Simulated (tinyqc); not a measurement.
Shape against the ratio gamma(100)/gamma(111): equilibrium crystal shape, supported particles, Gibbs-Thomson effect and coarsening. Computed by tinyqc, a small Python program. Command: `OMP_NUM_THREADS=1 python tinyqc.py 3017013 3017014 out.jsonl wulff walk`. One thread of a shared host (Intel(R) Xeon(R) Processor @ 2.30GHz), about 0.04 s of CPU time with the checks.

A cubic crystal bounded by {100}, {110} and {111} facets only.

Inputs (values chosen for the exercise, for a model cubic crystal): atomic volume Omega = 16.61 angstrom^3.

Surface energies: given.

surface energies gamma(100), gamma(110), gamma(111) (J/m^2): [1.13, 1.18, 0.94]

Method:
- The energies and Omega are given.
- Wulff construction: the facet planes lie at distances lambda gamma from the centre, and the shape is the region inside all of them; V = (1/3) sum of area x distance. gamma_mean = sum A gamma / sum A; shape factor eta = A/V^(2/3) (4.836 for a sphere).
- gamma(110)/gamma(111) is held at the value of this crystal.

gamma (J/m^2): (100) 1.13, (110) 1.18, (111) 0.94

Area fractions:
```
gamma(100)/gamma(111)   {100}  {110}   {111}     eta
0.550                  1.0000      0  0.0000  6.0000
0.721                  0.8884      0  0.1116  5.6827
0.866                  0.6340      0  0.3660  5.3437
1.020                  0.3726      0  0.6274  5.2513
1.200                  0.1856      0  0.8144  5.3497
1.350                  0.0898      0  0.9102  5.4847
1.560                  0.0173      0  0.9827  5.6587
1.750                  0.0000      0  1.0000  5.7191
```

{100} holds 100 % of the area in the first row and 0 % in the last; without {110} the limits are a cube below 1/sqrt(3) = 0.577 and an octahedron above sqrt(3) = 1.732. The roundest shape among these rows (eta = 5.251) is at the ratio 1.02; {110} never shows.
